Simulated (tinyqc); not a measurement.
Pariser-Parr-Pople SCF with singles CI, for the molecule O=CC1=CC(=O)N=CC1=O (SMILES; centres numbered as the heavy atoms are written), step by step. One step of it, computed by the program tinyqc.

Question. PPP integrals. Ohno: gamma = 14.399645/sqrt(R^2 + a^2), a = 2 x 14.399645/(gamma_rr + gamma_ss); H_rr = -W_r - sum_(s != r) z_s gamma_rs; H_rs = beta for bonds.

Centres (angstrom, eV; a flat drawing with bonds scaled to 1.40 angstrom):
```
centre          x          y  core charge z          W   gamma_rr
1O      -2.968000  -0.786000              1  17.980000  14.510000
2C      -1.693000  -1.363000              1  10.710000   9.630000
3C      -0.555000  -0.547000              1  10.710000   9.630000
4C       0.720000  -1.125000              1  10.710000   9.630000
5C       1.858000  -0.309000              1  10.710000   9.630000
6O       3.133000  -0.886000              1  17.980000  14.510000
7N       1.720000   1.084000              1  14.180000  12.360000
8C       0.445000   1.662000              1  10.710000   9.630000
9C      -0.693000   0.846000              1  10.710000   9.630000
10O     -1.968000   1.423000              1  17.980000  14.510000
```

Resonance integrals (eV):
```
i   j       beta
1   2  -2.230000
2   3  -2.160000
3   4  -2.160000
4   5  -2.160000
5   6  -2.230000
5   7  -2.260000
7   8  -2.260000
8   9  -2.160000
9  10  -2.230000
9   3  -2.160000
```

Give: repulsion gamma_rs; core matrix H.

Answer.

repulsion gamma_rs (eV), order 1O, 2C, 3C, 4C, 5C, 6O, 7N, 8C, 9C, 10O:
```
[[14.5100, 7.8303, 5.3285, 3.7008, 2.8833, 2.3293, 2.7908, 3.2979, 4.7314, 5.4960],
 [7.8303, 9.6300, 7.0290, 5.0548, 3.6048, 2.8833, 3.2734, 3.6047, 5.0547, 4.7318],
 [5.3285, 7.0290, 9.6300, 7.0300, 5.0548, 3.7008, 4.6594, 5.0547, 7.0302, 5.3293],
 [3.7008, 5.0548, 7.0300, 9.6300, 7.0290, 5.3285, 5.2251, 4.5357, 5.0541, 3.7006],
 [2.8833, 3.6048, 5.0548, 7.0290, 9.6300, 7.8303, 7.5118, 5.0541, 4.5360, 3.2982],
 [2.3293, 2.8833, 3.7008, 5.3285, 7.8303, 14.5100, 5.4324, 3.7006, 3.2982, 2.5322],
 [2.7908, 3.2734, 4.6594, 5.2251, 7.5118, 5.4324, 12.3600, 7.5115, 5.2252, 3.7348],
 [3.2979, 3.6047, 5.0547, 4.5357, 5.0541, 3.7006, 7.5115, 9.6300, 7.0290, 5.3285],
 [4.7314, 5.0547, 7.0302, 5.0541, 4.5360, 3.2982, 5.2252, 7.0290, 9.6300, 7.8303],
 [5.4960, 4.7318, 5.3293, 3.7006, 3.2982, 2.5322, 3.7348, 5.3285, 7.8303, 14.5100]]
```

core matrix H (eV), order 1O, 2C, 3C, 4C, 5C, 6O, 7N, 8C, 9C, 10O:
```
[[-56.3682, -2.2300, 0.0000, 0.0000, 0.0000, 0.0000, 0.0000, 0.0000, 0.0000, 0.0000],
 [-2.2300, -53.7768, -2.1600, 0.0000, 0.0000, 0.0000, 0.0000, 0.0000, 0.0000, 0.0000],
 [0.0000, -2.1600, -60.9265, -2.1600, 0.0000, 0.0000, 0.0000, 0.0000, -2.1600, 0.0000],
 [0.0000, 0.0000, -2.1600, -57.3686, -2.1600, 0.0000, 0.0000, 0.0000, 0.0000, 0.0000],
 [0.0000, 0.0000, 0.0000, -2.1600, -57.5123, -2.2300, -2.2600, 0.0000, 0.0000, 0.0000],
 [0.0000, 0.0000, 0.0000, 0.0000, -2.2300, -55.0156, 0.0000, 0.0000, 0.0000, 0.0000],
 [0.0000, 0.0000, 0.0000, 0.0000, -2.2600, 0.0000, -59.5443, -2.2600, 0.0000, 0.0000],
 [0.0000, 0.0000, 0.0000, 0.0000, 0.0000, 0.0000, -2.2600, -55.8267, -2.1600, 0.0000],
 [0.0000, 0.0000, -2.1600, 0.0000, 0.0000, 0.0000, 0.0000, -2.1600, -60.4991, -2.2300],
 [0.0000, 0.0000, 0.0000, 0.0000, 0.0000, 0.0000, 0.0000, 0.0000, -2.2300, -59.9617]]
```
